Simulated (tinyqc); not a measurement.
Vertical double-diffused power MOSFET, components of the on-resistance: two steps of the calculation.

Stripe cells of pitch Wp + a, two channels a cell. Current flows through the channels, spreads in the accumulation layer, passes the gap between the p bodies and spreads at 45 degrees into the drift layer below them. Low drain voltage, full ionisation.

Inputs (values chosen for the exercise); bulk values close to those of 4H silicon carbide: temperature T = 300 K; relative permittivity eps_r = 9.49; critical-field constant Kc = 23900 V/cm per (cm^-3)^(1/8); rated breakdown voltage of the drift layer BV = 6500 V; drift mobility at 300 K mud = 803 cm^2/(V s); temperature exponent of the drift mobility bt = 2.6; gate oxide thickness (eps_r 3.9) tox = 80 nm; gate overdrive Vov = 11 V; channel mobility mch = 25 cm^2/(V s); accumulation-layer mobility mac = 100 cm^2/(V s); channel length Lc = 1.2 um; width of the p body in one cell, channels included Wp = 6 um; gap between neighbouring p bodies a = 4.5 um; depth of the p body xp = 1.9 um; doping of the gap over the drift doping Nj = 2; built-in voltage of the body junction Vbi = 2.91 V; substrate and contact resistance Rs = 0.26 mohm cm^2.

Constants: q = 1.602176634e-19 C, eps0 = 8.8541878128e-14 F/cm where lengths are in cm. Results are converted to the units shown.

Task 1. Drift layer. Triangular field at breakdown with Ec = Kc N^(1/8): BV = eps0 eps_r Ec^2/(2 q N), so N = (eps0 eps_r Kc^2/(2 q BV))^(4/3); W = 2 BV/Ec; mu = mud (T/300 K)^(-bt); rho = 1/(q mu N); ideal resistance rho W.

Find: drift doping N; Ec; drift thickness W; electron mobility mu at T; drift resistivity rho; ideal resistance.

Result 1.

drift doping N = 1.4128e15 cm^-3
Ec = 1.8714 MV/cm
drift thickness W = 69.468 um
electron mobility mu at T = 803.00 cm^2/(V s)
drift resistivity rho = 5.5017 ohm cm
ideal resistance = 38.219 mohm cm^2

Task 2. Components of the on-resistance. Pitch p = Wp + a, Cox = 3.9 eps0/tox; zero-bias depletion in the gap w0 = sqrt(2 eps0 eps_r Vbi/(q N Nj)), open gap g = a - 2 w0; R_ch = Lc p/(2 mch Cox Vov); R_acc = 0.6 a p/(4 mac Cox Vov), 0.6 being an empirical factor for current leaving the layer along its length; R_gap = (rho/Nj) xp p/g; spreading depth t = min(W, (p - g)/2); R_drift = (rho p/2) ln((g + 2 t)/g) + rho (W - t); R_on = the sum with Rs.

drift doping N = 1.4127847e15 cm^-3
drift thickness W = 69.468185 um
electron mobility mu at T = 803 cm^2/(V s)
drift resistivity rho = 5.5017147 ohm cm

Wanted: w0; g; components; R_on; shares.

Result 2.

w0 = 1.0393 um
g = 2.4213 um
components (mohm cm^2): channel 5.3074, accumulation 1.4927, gap 2.2665, drift 40.235, substrate 0.26000
R_on = 49.561 mohm cm^2
shares (%): channel 10.709, accumulation 3.012, gap 4.573, drift 81.182, substrate 0.525

The drift term is the largest. R_on is 1.30 times the ideal drift resistance rho W, and spreading raises the drift term to 1.05 times it.

tinyqc, about 0.01 s, one thread, Intel Xeon 2.30GHz (shared host): `OMP_NUM_THREADS=1 python tinyqc.py 2230115 2230116 out.jsonl`
